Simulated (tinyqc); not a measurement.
# A double barrier with mass mismatch, transfer matrices: effects of single changes

One electron of energy E comes from the left lead (band edge 0); no transverse momentum. Parabolic bands, masses in units of m0, C = hbar^2/(2 m0); psi and psi'/m are continuous at every interface. Barrier d1, well Lw, barrier d2; the right lead equals the left one.

Inputs (values chosen for the exercise); masses and offsets of a made-up heterostructure: mass in the left lead mL = 0.032 m0; barrier height U1 = 1.6 eV; barrier mass m1 = 0.16 m0; width of the first barrier d1 = 0.9 nm; well width (edge 0, mass mL) Lw = 2.7 nm; width of the second barrier d2 = 1.1 nm; electron energy E = 0.388 eV.

Constants: q = 1.602176634e-19 C, hbar = 1.054571817e-34 J s, m0 = 9.1093837015e-31 kg, hbar^2/(2 m0) = 0.0380998212 eV nm^2. Results are converted to the units shown.

Each table varies one quantity; the others keep the values above.

## Effect of the barrier mass and of the matching rule

For the pair (psi, psi'/m) a flat layer has M = [[cos kd, (m/k) sin kd], [-(k/m) sin kd, cos kd]] with k = sqrt(m (E - U)/C) above its edge U, and M = [[cosh Kd, (m/K) sinh Kd], [(K/m) sinh Kd, cosh Kd]] with K = sqrt(m (U - E)/C) below it. The matrices are multiplied with later layers to the left. With M acting on (psi, psi'/m) and v = k/m in each lead, T(E) = 4 vL vR/[(vL vR M12 - M21)^2 + (vR M11 + vL M22)^2]. The second column matches psi and psi' without the mass (every m outside k and K set to 1), which is not the envelope-function rule when the masses differ.

Effect of the barrier mass and of the matching rule:
```
m1 (m0),"T(E), psi'/m matched","T(E), psi' matched",ratio
0.016,0.2153,0.8826,4.100
0.021,0.2030,0.6452,3.178
0.028,0.1896,0.3025,1.596
0.037,0.1785,0.09943,0.5570
0.05,0.1749,0.02404,0.1375
0.066,0.1978,0.005836,0.02951
0.088,0.3701,0.001225,0.003310
0.12,0.3059,2.006e-4,6.558e-4
```

What does the comparison show?

With psi'/m matched, T(E) moves up and down between 0.175 and 0.370. The other rule gives 4.10 times that in the first row and 6.56e-4 times in the last; the two rules coincide at m1 = mL = 0.032.

## Transmission against energy

Same model as above.

The last column is exp(-2 sum K d) over the layers with U > E.

Transmission against energy:
```
E (eV),T(E),exp(-2 sum K d)
0.128,1.759e-4,4.796e-5
0.378,0.01597,1.161e-4
0.628,0.001026,3.092e-4
0.879,9.539e-4,9.488e-4
1.129,0.001699,0.003604
1.379,0.005114,0.02121
1.629,0.03709,1.000
1.879,0.5244,1.000
2.129,0.05584,1.000
2.38,0.03843,1.000
2.63,0.04856,1.000
2.88,0.09093,1.000
```

Read the table: what changes, and by how much?

T(E) runs from 1.76e-4 at 0.128 eV to 0.0909 at 2.88 eV; among the rows its largest value is 0.524 at 1.879 eV. Below the barriers it exceeds exp(-2 sum K d) by up to a factor of 138 (at 0.378 eV), which marks a resonance or miniband close to that energy.

Range of the model: Masses are held fixed, although real bands cease to be parabolic a few tenths of an eV from their edges (inside a barrier too).

Numbers from tinyqc (`OMP_NUM_THREADS=1 python tinyqc.py 2560118 2560119 out.jsonl`; about 0.01 s on one thread of a shared Intel Xeon 2.30GHz).
